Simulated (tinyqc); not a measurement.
Worked calculation: Hubbard chain of 2 sites. One step of it, computed by the program tinyqc.

Question. The many-body Hamiltonian. Basis: all placements (u, d, 2, 0 on each site), up operators ordered before down ones; hops carry the sign of the same-spin electrons passed.

one-body matrix (hopping and site energies) (eV):
```
           1          2
1   0.000000  -0.790000
2  -0.790000   0.000000
```

U = 0.900000 eV

electrons, up and down: 1  1

Give: H.

Answer.

H (eV):
```
         20       ud       du       02
20   0.9000  -0.7900  -0.7900   0.0000
ud  -0.7900   0.0000   0.0000  -0.7900
du  -0.7900   0.0000   0.0000  -0.7900
02   0.0000  -0.7900  -0.7900   0.9000
```
